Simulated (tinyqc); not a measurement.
Vertical double-diffused power MOSFET, components of the on-resistance: one step of the calculation.

Stripe cells of pitch Wp + a, two channels a cell. Current flows through the channels, spreads in the accumulation layer, passes the gap between the p bodies and spreads at 45 degrees into the drift layer below them. Low drain voltage, full ionisation.

Question. Components of the on-resistance. Pitch p = Wp + a, Cox = 3.9 eps0/tox; zero-bias depletion in the gap w0 = sqrt(2 eps0 eps_r Vbi/(q N Nj)), open gap g = a - 2 w0; R_ch = Lc p/(2 mch Cox Vov); R_acc = 0.6 a p/(4 mac Cox Vov), 0.6 being an empirical factor for current leaving the layer along its length; R_gap = (rho/Nj) xp p/g; spreading depth t = min(W, (p - g)/2); R_drift = (rho p/2) ln((g + 2 t)/g) + rho (W - t); R_on = the sum with Rs.

Values chosen for this exercise; bulk values close to those of gallium nitride:
```
symbol,value,unit,meaning
eps_r,9.27,,relative permittivity
tox,45,nm,gate oxide thickness (eps_r 3.9)
Vov,6,V,gate overdrive
mch,36,cm^2/(V s),channel mobility
mac,190,cm^2/(V s),accumulation-layer mobility
Lc,0.8,um,channel length
Wp,3.9,um,"width of the p body in one cell, channels included"
a,3.4,um,gap between neighbouring p bodies
xp,1.8,um,depth of the p body
Nj,3,,doping of the gap over the drift doping
Vbi,3.09,V,built-in voltage of the body junction
Rs,0.19,mohm cm^2,substrate and contact resistance
```

Constants: q = 1.602176634e-19 C, eps0 = 8.8541878128e-14 F/cm where lengths are in cm. Results are converted to the units shown.

N = 1.5937530e15 cm^-3
W = 64.642807 um
mu = 894 cm^2/(V s)
rho = 4.3805745 ohm cm

Find: w0; g; components; R_on; shares.

Answer.

w0 = 0.81373 um
g = 1.7725 um
components (mohm cm^2): channel 1.7617, accumulation 0.42559, gap 1.0825, drift 29.370, substrate 0.19000
R_on = 32.830 mohm cm^2
shares (%): channel 5.366, accumulation 1.296, gap 3.297, drift 89.462, substrate 0.579

The drift term is the largest. R_on is 1.16 times the ideal drift resistance, and spreading raises the drift term to 1.04 times it.

tinyqc, about 0.01 s, one thread, Intel Xeon 2.30GHz (shared host): `OMP_NUM_THREADS=1 python tinyqc.py 2230019 2230020 out.jsonl`
